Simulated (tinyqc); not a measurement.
Double-gate transistor below threshold, two-dimensional Poisson equation on a small mesh: effect of the insulator thickness.

Half of a symmetric double-gate structure: row 0 is the mid-plane of the body, where the normal field vanishes. Mobile charge is neglected (subthreshold), the body is fully depleted, and potentials are counted from the intrinsic level; rows run upward to the gate, columns from source to drain.

Mesh: rows i = 0..12 in the semiconductor (step hs = tb/12, row 12 on the interface), then 8 step(s) ho = tox/8 up to the gate row 20; columns j = 0..80 (step hy = L/80). Box integration, divided by eps0: up_i = eps hy/h of the interval above row i, dn_i = that of the interval below (0 for row 0), lat_i = (sum of eps h/2 over the intervals above and below)/hy, s_i = -q Na w_i hy/eps0 with w_i the semiconductor height of the box (hs/2 for row 0 and the interface row, hs between, 0 in the insulator). Each free node obeys (up + dn + 2 lat) psi = up psi(above) + dn psi(below) + lat [psi(left) + psi(right)] + s. Fixed values: gate row Vg - Vfb; column 0 at Vbi and the last column at Vbi + Vd in the semiconductor, each running linearly to Vg - Vfb across the insulator. The system is solved directly. On row 0 the minimum of psi and its place come from a parabola through the three lowest nodes; barrier = Vbi - minimum, swing = Vt ln 10/(d psi/dVg), DIBL = (d psi/dVd)/(d psi/dVg) there. Lambda = pi/k with k the smallest positive root of tan(k tox) tan(k tb) = eox/eps_r.

Inputs (values chosen for the exercise); semiconductor permittivity close to that of In0.53Ga0.47As:
```
symbol,value,unit,meaning
T,300,K,temperature
eps_r,13.9,,relative permittivity of the semiconductor
eox,9,,relative permittivity of the insulator
tb,5,nm,half the body thickness
L,24,nm,channel length
Na,0,cm^-3,acceptor density of the depleted body
Vbi,0.54,V,potential of the source
Vfb,0.12,V,gate offset
Vg,0.1,V,gate voltage
Vd,0.3,V,drain voltage
```

Constants: q = 1.602176634e-19 C, kB = 1.380649e-23 J/K, Vt = kB T/q, eps0 = 8.8541878128e-14 F/cm where lengths are in cm. Results are converted to the units shown.

Effect of the insulator thickness:

| tox (nm) | L/Lambda | barrier (V) | place y/L | swing (mV/decade) | DIBL (mV/V) |
|---|---|---|---|---|---|
| 1.1 | 1.805 | 0.4607 | 0.4617 | 69.74 | 67.36 |
| 1.5 | 1.664 | 0.4385 | 0.4583 | 72.53 | 85.59 |
| 2.1 | 1.495 | 0.4058 | 0.4531 | 77.08 | 115.0 |
| 2.8 | 1.343 | 0.3696 | 0.4472 | 82.86 | 151.8 |
| 3.9 | 1.166 | 0.3178 | 0.4376 | 92.87 | 214.0 |
| 5.4 | 0.9957 | 0.2575 | 0.4239 | 108.3 | 305.3 |

As tox goes from 1.1 to 5.4 nm, the barrier falls from 0.461 to 0.258 V, the swing rises from 69.7 to 108 mV a decade and DIBL rises from 67.4 to 305 mV/V; the ideal swing is 59.5. L/Lambda goes from 1.8 to 1.0.

Program tinyqc, `OMP_NUM_THREADS=1 python tinyqc.py 2480030 2480031 out.jsonl`; Intel Xeon 2.30GHz, shared host, one thread, about 0.1 s.
